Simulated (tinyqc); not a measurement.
Threshold-voltage variability of a planar MOSFET, analytic estimates: a gate of 3 grains.

Three independent sources add in quadrature: random dopants in the depleted layer, metal-gate grains of two orientations, and roughness of the two gate edges acting through the roll-off VT = VT(long) - Vr exp(-L/l). These are first-order estimates: no three-dimensional electrostatics, no percolation.

Each of 3 equal grains has the higher work function with probability p; the threshold shift is dW (j/3 - p) for j such grains, and the off current changes by exp(-shift/(n Vt)).

Parameters, values chosen for the exercise; material values close to those of silicon: temperature T = 325 K; work-function difference of the two grain orientations dW = 0.1 eV; share of the orientation of higher work function p = 0.6; subthreshold factor n = 1.11.

Constants: q = 1.602176634e-19 C, kB = 1.380649e-23 J/K, Vt = kB T/q. Results are converted to the units shown.

Distribution:
```
j  probability  shift (mV)  Ioff factor  probability x factor
0      0.06400      -60.00        6.890                0.4410
1       0.2880      -26.67        2.358                0.6791
2       0.4320        6.67       0.8070                0.3486
3       0.2160       40.00       0.2762               0.05965
```

What does the table show?

The standard deviation is dW sqrt(p (1 - p)/3) = 28.3 mV. The mean off current is 1.53 times the nominal one; the log-normal formula exp(s^2/(2 (n Vt)^2)) gives 1.51. Devices with j = 1, 29 % of all, carry 44 % of the mean leakage.

Computed by the program tinyqc: `OMP_NUM_THREADS=1 python tinyqc.py 2090015 2090016 out.jsonl`, one thread of a shared Intel Xeon 2.30GHz, about 0.01 s for the whole run.
